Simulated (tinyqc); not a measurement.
Time-dependent dielectric breakdown: cell percolation, Weibull statistics, area scaling and voltage extrapolation: one step, computed by the program tinyqc. Command: `OMP_NUM_THREADS=1 python tinyqc.py 3003392 3003393 out.jsonl tddb walk`. One thread of a shared host (Intel(R) Xeon(R) Processor @ 2.30GHz), about 0.01 s of CPU time with the checks.

The oxide is divided into columns of area a^2, each holding m = t_ox/a cells (m is taken as continuous). A share lambda(t) = (t/t_1)^alpha of the cells is defective, and a column whose cells are all defective breaks down.

Problem. Projection to use conditions. All three voltage laws share the slope n at the stress voltage. Factor t(V_u)/t(V): E law exp(n (1 - V_u/V)); 1/E law exp(n (V/V_u - 1)); power law (V/V_u)^n. Temperatures in kelvin are T(C) + 273.15. Temperature factor exp[(E_a/k_B)(1/T_u - 1/T)]; area factor (A/A_u)^(1/beta); percentile factor (-ln(1 - F))^(1/beta); life = t63 x all four; 1 year = 3.15576e7 s.

Inputs (values chosen for the exercise, for a model gate oxide):
```
quantity,value,unit
test area A,0.01,um^2
product area A_u,800000,um^2
stress voltage V,3.52,V
use voltage V_u,1.6,V
local exponent n = -d ln t/d ln V at the stress voltage,35,-
activation energy E_a,0.45,eV
stress temperature T,175,C
use temperature T_u,55,C
allowed failure fraction F,1e-05,-
```

Voltage law used: power.

Weibull slope beta = 2.007692

characteristic life t63 = 8723.958 s

Constants: k_B = 8.617333262e-05 eV/K.

Give: voltage factor; temperature factor; area factor; percentile factor; projected life.

Solution.

voltage factor = 9.656e+11

temperature factor = 70.89

area factor = 1.158e-04

percentile factor = 0.003233

projected life = 7082 years

Area and percentile together cost 6.4 decades, voltage and temperature return 13.8; a ten-year target is met. Caution: t_1 is an input here; in a real oxide it changes with thickness at fixed voltage. Caution: a voltage factor of more than nine decades rests wholly on the chosen law and cannot be tested.
